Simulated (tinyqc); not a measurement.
# Changing the miscut angle

Model: epitaxial growth on a vicinal surface: Burton-Cabrera-Frank step flow, step-edge barrier and island nucleation. Computed by tinyqc, a small Python program. Command: `OMP_NUM_THREADS=1 python tinyqc.py 3001709 3001710 out.jsonl stepflow sweep`. One thread of a shared host (Intel(R) Xeon(R) Processor @ 2.30GHz), about 0.03 s of CPU time with the checks.

Adatoms land at rate F, hop on a square grid (a simplification for hexagonal faces), desorb, or join steps. Lengths are in units of a and n is the adatom coverage. Steps ascend at x = 0 and descend at x = l.

Inputs (values chosen for the exercise, close to those used for 4H-SiC(0001)):
```
quantity                     value      unit
site spacing a                3.08  angstrom
step height h                 2.52  angstrom
diffusion barrier E_d         1.74        eV
desorption energy E_a         4.08        eV
adatom formation energy E_f   1.58        eV
step-edge barrier E_s            0        eV
attempt frequency nu            10       THz
deposition rate F            0.021  layers/s
temperature T                 1470         C
critical nucleus size i          1         -
```

Constants: k_B = 8.617333262e-05 eV/K.

Method:
- D = nu exp(-E_d/(k_B T)) (a^2/s, nu counted per direction); tau = exp(E_a/(k_B T))/nu; x_s = sqrt(D tau); n_eq = exp(-E_f/(k_B T)); terrace width l = h/(a tan(miscut)); Schwoebel length l_s = exp(E_s/(k_B T)) - 1.
- Temperatures in kelvin are T(C) + 273.15.
- D n'' - n/tau + F = 0 with n(0) = n_eq and -l_s n'(l) = n(l) - n_eq. With u = n - F tau, A = n_eq - F tau, y = l/x_s, s = l_s/x_s: u = A cosh(x/x_s) + B sinh(x/x_s), B = A (1 - cosh y - s sinh y)/(sinh y + s cosh y). Flux into the ascending step J+ = D B/x_s, over the descending one J- = -(D/x_s)(A sinh y + B cosh y); step velocity J+ + J-; growth rate (J+ + J-)/l. For small y: J+ + J- = (F - n_eq/tau) l, J-/J+ = l/(l + 2 l_s).
- The coverage peaks where n' = 0, tanh(x/x_s) = -B/A.
- Island density on a flat surface without desorption: N = 0.25 (F/D)^(i/(i+2)) exp(E_i/((i+2) k_B T)) per site, with E_i = 0 for i = 1; spacing l_n = N^(-1/2). Step flow needs an effective width l_eff = 2 x(peak) below l_n.

One run for each value:
```
miscut angle (degrees)  ratio l_eff/l_n  growth rate (layers/s)  peak coverage  terrace width l (a)
0.03                         1.9274e+01                0.019878     9.1584e-05           1.5626e+03
0.062                        9.3261e+00                0.020401     4.2648e-05           7.5610e+02
0.13                         4.4478e+00                0.020529     3.0614e-05           3.6060e+02
0.26                         2.2239e+00                0.020558     2.7931e-05           1.8030e+02
0.55                         1.0513e+00                0.020565     2.7235e-05           8.5231e+01
1.1                          5.2559e-01                0.020567     2.7085e-05           4.2611e+01
2.3                          2.5126e-01                0.020568     2.7046e-05           2.0371e+01
4.8                          1.2018e-01                0.020568     2.7037e-05           9.7435e+00
10                           5.7233e-02                0.020568     2.7035e-05           4.6401e+00
```

What does the table show, and why?

Over the rows, ratio l_eff/l_n falls from 19.3 to 0.0572 (exponent d ln y / d ln x about -1.0 throughout); growth rate (layers/s) rises from 0.0199 to 0.0206; peak coverage falls from 9.16e-5 to 2.70e-5. The exponent of ratio l_eff/l_n stays between -1.01 and -1.00, near -1: terraces narrow as the miscut grows. The exponent of growth rate stays between 0.00 and 0.04, near 0: the steps stand close against x_s, so their spacing does not matter. At the high end the exponent of peak coverage is 0.00, close to 0: the coverage stays near n_eq.

Caution (rows 0.0300, 0.0620, 0.130, 0.260): twice the distance from the ascending step to the coverage peak exceeds the expected island spacing [0.25 (F/D)^(i/(i+2)) exp(E_i/((i+2) k_B T))]^(-1/2) by 40 % or more, so islands nucleate and the step-flow values are formal. Caution (all rows): the prefactor 0.25 and the criterion are estimates, good to a factor of about two in length. Caution (rows 4.80, 10.0): terraces under ten sites wide are at the edge of a continuum description.

Extremes, crossings and ranges named in words are read from the listed rows.
